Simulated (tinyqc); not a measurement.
# CMOS latch-up, two-transistor model: effect of the resistance from the pnp collector to the npn base

A parasitic pnp (emitter at Vdd, base shunted by Rw) and npn (emitter at ground, base shunted by Rs) feed each other: the npn collector current flows out of the pnp base node, the pnp collector current into the npn base node. Forward-active transistors with constant gains: Icn = Isn exp(Vn/Vt), Icp = Isp (exp(Vp/Vt) - 1). A current Ii is injected into the npn base node.

Node equations: Vp/Rw + Icp/bp = Icn and Vn/Rs + Icn/bn = Icp + Ii. Loop gain G = gn gp/[(1/Rw + gp/bp)(1/Rs + gn/bn)], gn = Icn/Vt, gp = (Icp + Isp)/Vt; the off state ends where G = 1, and Ii there is the trigger current. On state with both base-emitter voltages at Von: npn base current Ib = (Von/Rs + bp Von/Rw)/(bn bp - 1), holding current Ih = (bn + 1) Ib + Von/Rs, holding voltage Vh = Vsat + Von + R2 (Ib + Von/Rs).

Inputs (values chosen for the exercise); values close to those of bulk CMOS:

| symbol | value | unit | meaning |
|---|---|---|---|
| T | 325 | K | temperature |
| bn | 12.7 |  | current gain of the npn |
| bp | 1.4 |  | current gain of the pnp |
| Isn | 2.9e-14 | A | saturation current of the npn at T |
| Isp | 3.5e-13 | A | saturation current of the pnp at T |
| Rs | 310 | ohm | substrate resistance shunting the npn |
| Rw | 860 | ohm | well resistance shunting the pnp |
| Von | 0.69 | V | base-emitter voltage in the on state |
| Vsat | 0.15 | V | saturation voltage |
| Vdd | 0.9 | V | supply voltage |

Constants: q = 1.602176634e-19 C, kB = 1.380649e-23 J/K, Vt = kB T/q. Results are converted to the units shown.

The same in every row: Vn at trigger (V) = 0.66348; trigger current (mA) = 2.1753; Ih (mA) = 4.9601.

Effect of the resistance from the pnp collector to the npn base:
```
R2 (ohm)   Vh (V)
5         0.85213
14        0.87396
37        0.92974
100        1.0825
270        1.4949
740        2.6348
2000       5.6908
```

As R2 goes from 5 to 2000 ohm, the trigger current stays at 2.18 mA, Ih stays at 4.96 mA and Vh rises from 0.852 to 5.69 V. Vh exceeds the supply Vdd = 0.9 V, which then cannot sustain a latched state, in 5 of the 7 rows.

tinyqc, about 0.06 s, one thread, Intel Xeon 2.30GHz (shared host): `OMP_NUM_THREADS=1 python tinyqc.py 2670121 2670122 out.jsonl`
